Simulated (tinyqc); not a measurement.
# Schottky diode by thermionic emission with image-force lowering and series resistance: effects of single changes

Metal on an n-type semiconductor with one parabolic valley; V > 0 is forward bias (metal positive). I = I0 [exp(Vj/(n Vt)) - 1] with Vj = V - I Rs; I0 = S A* T^2 exp(-(phi - dphi)/Vt), the lowering dphi taken at zero bias.

Inputs (values chosen for the exercise); band and dielectric values close to those of gallium nitride:
- T = 300 K (temperature)
- me = 0.196 m0 (electron mass)
- eps_r = 9.67 (relative permittivity)
- phi = 0.76 eV (barrier height seen from the metal)
- Nd = 1.4e17 cm^-3 (donor density)
- S = 3.4e-5 cm^2 (area)
- n = 1.14 (ideality factor)
- Rs = 2.2 ohm (series resistance)

Constants: q = 1.602176634e-19 C, kB = 1.380649e-23 J/K, h = 6.62607015e-34 J s, m0 = 9.1093837015e-31 kg, Vt = kB T/q, eps0 = 8.8541878128e-14 F/cm where lengths are in cm. Results are converted to the units shown.

Each table varies one quantity; the others keep the values above.

## Effect of the doping on the lowering

A* = 4 pi q me m0 kB^2/h^3 (times 1e-4 for A/(cm^2 K^2)); Nc = 2 (2 pi me m0 kB T/h^2)^1.5 (times 1e-6 for cm^-3); xi = Vt ln(Nc/Nd), Vbi = phi - xi; surface field Em = sqrt(2 q Nd (Vbi - V - Vt)/(eps0 eps_r)); dphi = sqrt(q Em/(4 pi eps0 eps_r)). Here V = 0 in Em.

Results:

| Nd (cm^-3) | Vbi (V) | Em (kV/cm) | dphi (meV) | I0 (A) |
|---|---|---|---|---|
| 1.1e14 | 0.5042 | 4.438 | 8.129 | 1.686e-11 |
| 2.9e14 | 0.5293 | 7.392 | 10.49 | 1.848e-11 |
| 8.1e14 | 0.5559 | 12.68 | 13.74 | 2.095e-11 |
| 2.2e15 | 0.5817 | 21.39 | 17.85 | 2.456e-11 |
| 6.1e15 | 0.6081 | 36.46 | 23.30 | 3.032e-11 |
| 1.7e16 | 0.6345 | 62.23 | 30.44 | 3.997e-11 |
| 1.3e17 | 0.6871 | 179.4 | 51.68 | 9.090e-11 |
| 3.5e17 | 0.7127 | 300.0 | 66.83 | 1.633e-10 |

Estimate the missing row, Nd = 4.6e16 cm^-3.

Computed row:

| Nd (cm^-3) | Vbi (V) | Em (kV/cm) | dphi (meV) | I0 (A) |
|---|---|---|---|---|
| 4.6e16 | 0.6603 | 104.5 | 39.45 | 5.663e-11 |

With this row back in the table: dphi rises from 8.13 to 66.8 meV, as Nd^(0.26) (1/4 at fixed Vbi), and I0 grows by a factor of 9.69. Emission limits the current only if the drift velocity at the surface is well above A* T^2/(q Nc) = 6.08e6 cm/s; with a mobility of 1000 cm^2/(V s) it is less than three times that in 3 of the rows, where I0 is overstated.

## Current against voltage

Same model as above.

The apparent ideality is (dV/d ln I)/Vt.

Current against voltage:

| V (V) | I (A) | Vj (V) | apparent ideality |
|---|---|---|---|
| 0.05 | 4.210e-10 | 0.05000 | 0.9310 |
| 0.15 | 1.525e-8 | 0.1500 | 1.133 |
| 0.26 | 6.409e-7 | 0.2600 | 1.140 |
| 0.36 | 1.905e-5 | 0.3600 | 1.142 |
| 0.47 | 7.534e-4 | 0.4683 | 1.204 |
| 0.57 | 0.01068 | 0.5465 | 2.049 |
| 0.68 | 0.04226 | 0.5870 | 4.736 |
| 0.78 | 0.07929 | 0.6056 | 7.887 |
| 0.88 | 0.1193 | 0.6176 | 11.29 |
| 0.99 | 0.1649 | 0.6272 | 15.18 |

I rises from 4.21e-10 to 0.165 A, and the apparent ideality rises from 0.931 to 15.2, against n = 1.14. It starts below n because the -1 in the diode law still counts there. From V = 0.68 V on, I Rs exceeds n Vt and the resistance bends the curve. In 2 of the 10 rows Vj is within 3 Vt of Vbi or past it, where the depletion layer is gone and the emission formula overstates the current.

Program tinyqc, `OMP_NUM_THREADS=1 python tinyqc.py 2640003 2640004 out.jsonl`; Intel Xeon 2.30GHz, shared host, one thread, about 0.01 s.
